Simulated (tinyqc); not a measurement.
Changing the forward bias V: trap-assisted generation and recombination current of an abrupt junction. Computed by tinyqc, a small Python program. Command: `OMP_NUM_THREADS=1 python tinyqc.py 3005287 3005288 out.jsonl junctionleak sweep`. One thread of a shared host (Intel(R) Xeon(R) Processor @ 2.30GHz), about 0.02 s of CPU time with the checks.

Depletion approximation, flat quasi-Fermi levels across the depleted layer, long neutral regions with minority lifetimes tau_n and tau_p, full ionisation and Boltzmann statistics. Voltages in exponents stand for e V.

Inputs (values chosen for the exercise, for a model semiconductor): gap E_g = 0.788 eV; electron mass m_e = 0.0358 m_0; valleys M_c = 1; hole mass m_h = 0.452 m_0; dielectric constant eps = 17.1; acceptor density N_A = 2.8e+17 cm^-3; donor density N_D = 2.5e+18 cm^-3; capture time tau_n = 1.2e-05 s; capture time tau_p = 8e-06 s; trap level E_t - E_i = 0.072 eV; electron diffusion coefficient D_n = 6 cm^2/s; hole diffusion coefficient D_p = 1.4 cm^2/s; temperature T = 400 K; tunnelling mass m_t = 0.26 m_0.

Field enhancement: Hurkx tunnelling factor.

Constants: k_B = 8.617333262e-05 eV/K; m_0 = 9.1093837015e-31 kg; k_B = 1.380649e-23 J/K; h = 6.62607015e-34 J s; e = 1.602176634e-19 C; eps_0 = 8.8541878128e-12 F/m; hbar = 1.054571817e-34 J s.

Method:
- N_c = 2 M_c (2 pi m_e k_B T/h^2)^(3/2) and N_v = 2 (2 pi m_h k_B T/h^2)^(3/2), masses in units of m_0.
- n_i = sqrt(N_c N_v) exp(-E_g/2 k_B T); V_bi = (k_B T/e) ln(N_A N_D/n_i^2); diffusion saturation current J_d0 = e n_i^2 [sqrt(D_n/tau_n)/N_A + sqrt(D_p/tau_p)/N_D].
- W = sqrt(2 eps eps_0 (V_bi - V)(1/N_A + 1/N_D)/e), x_p = W N_D/(N_A + N_D), x_n = W - x_p, peak field F_m = 2 (V_bi - V)/W; reverse bias means V = -V_r.
- Both capture times are divided by 1 + Gamma, Gamma = 2 sqrt(3 pi) (F/F_G) exp((F/F_G)^2), F_G = sqrt(24 m_t (k_B T)^3)/(e hbar) (the low-field Hurkx form), F being the local field, linear in x from 0 at the edges to F_m.
- Potential from the p edge: phi = (V_bi - V) x^2/(x_p W) on the p side and (V_bi - V)[1 - (W - x)^2/(x_n W)] on the n side; p = N_A exp(-phi/k_B T), n = n_i^2 exp(V/k_B T)/p; U = (n p - n_i^2)/[tau_p (n + n_i exp(dE/k_B T)) + tau_n (p + n_i exp(-dE/k_B T))], dE = E_t - E_i, n1 = n_i exp(dE/k_B T), p1 = n_i exp(-dE/k_B T); J_t = e int U dx by the trapezoid rule on 400 intervals on each side.
- Total J = J_t + J_d0 (exp(V/k_B T) - 1); ideality n = (e/k_B T) dV/d ln J, central difference of 1 mV.

One run for each value:
```
forward bias V (V)  total forward current (A/cm^2)  recombination current in the layer (A/cm^2)  ideality factor
0.079                                   1.9487e-06                                   5.5841e-07           0.9788
0.140                                   1.0837e-05                                   1.9163e-06           1.0537
0.210                                   7.5377e-05                                   6.3644e-06           1.0361
0.270                                   4.1077e-04                                   1.6577e-05           1.0185
0.330                                   2.2903e-03                                   4.2184e-05           1.0086
0.400                                   1.7257e-02                                   1.2501e-04           1.0034
0.460                                   9.7992e-02                                   3.1951e-04           1.0015
0.530                                   7.4524e-01                                   9.6013e-04           1.0006
```

Over the rows, total forward current (A/cm^2) rises from 1.95e-6 to 0.745 (exponent d ln y / d ln x 3.0 between the first rows and 14 between the last); recombination current in the layer (A/cm^2) rises from 5.58e-7 to 9.60e-4 (exponent d ln y / d ln x 2.2 between the first rows and 7.8 between the last); ideality factor goes from 0.979 through a maximum among these rows, 1.05 at 0.140, to 1.00.  Left out: 0.590 (the injected density, weighted by the ratio of capture times where that exceeds one, passes a tenth of the doping).

Caution (all rows): one side is doped near or above its effective density of states, so Boltzmann statistics understate V_bi.

Extremes, crossings and ranges named in words are read from the listed rows.
